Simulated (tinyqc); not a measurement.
# Cell-based percolation model of oxide breakdown: effects of single changes

The oxide, of thickness n a, is cut into cubic cells. A cell is defective with the chance l = 1 - exp(-a^3 N), N = N1 (t/1 s)^al. A column of n defective cells breaks the oxide down, and the area holds M = A/a^2 independent columns: 1 - F = (1 - l^n)^M.

Values chosen for this exercise: edge of a cell a = 1.3 nm; cells across the oxide n = 3; area A = 0.024 um^2; exponent of defect growth al = 0.49; defect density after 1 s N1 = 2.6e18 cm^-3.

Each table varies one quantity; the others keep the values above.

## Effect of the thickness

At F = 1 - 1/e: l_c = (1 - exp(-1/M))^(1/n), N_bd = -ln(1 - l_c)/a^3, t63 = (N_bd/N1)^(1/al). W = ln(-ln(1 - F)); for small l, W = ln M + n ln(a^3 N), so the Weibull slope is n al.

Results:
```
n,l_c,N_bd (cm^-3),t63 (s),slope at t63
1,7.041e-5,3.205e16,1.270e-4,0.4900
2,0.008391,3.836e18,2.211,0.9759
3,0.04129,1.919e19,59.14,1.439
4,0.09160,4.373e19,317.4,1.867
5,0.1478,7.277e19,897.5,2.259
7,0.2552,1.341e20,3124,2.950
8,0.3027,1.641e20,4717,3.256
9,0.3456,1.930e20,6572,3.541
```

Estimate the missing row, n = 6.

Computed row:
```
n,l_c,N_bd (cm^-3),t63 (s),slope at t63
6,0.2032,1.034e20,1838,2.619
```

With this row back in the table: N_bd rises from 3.21e16 to 1.93e20 cm^-3 and the slope rises from 0.490 to 3.54, against n al = 0.490 to 4.41. A thin oxide needs few defects in a row, so it breaks at a lower density and with a wider spread; at n = 1 one defect suffices.

## Effect of the area

Same model as above.

Result of one run:
```
A (um^2),l_c,N_bd (cm^-3),t63 (s),slope at t63
1800,9.792e-4,4.459e17,0.02737,1.469
```

What becomes of these results when the area A is changed from 1800 to 31000 um^2, all else the same?

Result of the changed run:
```
A (um^2),l_c,N_bd (cm^-3),t63 (s),slope at t63
31000,3.792e-4,1.726e17,0.003946,1.470
```

The whole series:
```
A (um^2),l_c,N_bd (cm^-3),t63 (s),slope at t63
0.0014,0.1065,5.123e19,438.5,1.390
0.023,0.04188,1.947e19,60.91,1.439
0.38,0.01645,7.547e18,8.801,1.458
6.4,0.006416,2.930e18,1.276,1.465
110,0.002486,1.133e18,0.1835,1.468
1800,9.792e-4,4.459e17,0.02737,1.469
31000,3.792e-4,1.726e17,0.003946,1.470
5.1e5,1.491e-4,6.786e16,5.871e-4,1.470
8.6e6,5.814e-5,2.646e16,8.591e-5,1.470
```

t63 falls from 439 to 8.59e-5 s, as A^(-0.71) between the first two rows and A^(-0.68) between the last two, against -1/(n al) = -0.68; the slope at t63 rises from 1.39 to 1.47, nearer to n al where l_c is small.

Numbers from tinyqc (`OMP_NUM_THREADS=1 python tinyqc.py 2070098 2070099 out.jsonl`; about 0.01 s on one thread of a shared Intel Xeon 2.30GHz).
